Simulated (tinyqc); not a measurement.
The 3-omega method: a line heater on a substrate with a thin film: one step, computed by the program tinyqc. Command: `OMP_NUM_THREADS=1 python tinyqc.py 3004936 3004937 out.jsonl threeomega walk`. One thread of a shared host (Intel(R) Xeon(R) Processor @ 2.30GHz), about 0.01 s of CPU time with the checks.

A current at angular frequency omega = 2 pi f heats the line at 2 omega with the amplitude P per length; the temperature swing Delta T at 2 omega gives a voltage at 3 omega. The substrate is taken as semi-infinite and isotropic, and the heat capacity of heater and film is left out.

Task: Temperature swing of the bare substrate. Delta T_s = (P/(pi kappa)) int_0^infinity (sin x/x)^2 / sqrt(x^2 + (q b)^2) dx with (q b)^2 = i |q b|^2, averaged over the heater width (12 Gauss-Legendre points on each of the pieces 0, 14 log-spaced edges from 1e-5 to 1, and multiples of pi to 40 pi; the tail adds 1/(4 (40 pi)^2)). For |q| b much below 1: Delta T_s = (P/(pi kappa)) [-ln(|q| b) + eta - i pi/4], eta = 3/2 - C_E = 0.92278, with Euler's C_E = 0.5772157.

Inputs (values chosen for the exercise, modelled on alumina on sapphire):
```
quantity                      value           unit
substrate conductivity kappa   36.4        W/(m K)
substrate heat capacity C      2.99  1e6 J/(m^3 K)
heater half-width b             8.3     micrometre
power amplitude per length P      5            W/m
current frequency f             410             Hz
```

|q| b = 0.1707497

Give: in-phase Delta T_s; out-of-phase Delta T_s; in-phase, narrow-line form; out-of-phase, narrow-line form.

Result:

in-phase Delta T_s = 0.1178 K

out-of-phase Delta T_s = -0.03375 K

in-phase, narrow-line form = 0.1176 K

out-of-phase, narrow-line form = -0.03434 K

The narrow-line form misses the in-phase part by -0.14 % and the out-of-phase part by +1.7 % at |q| b = 0.171.
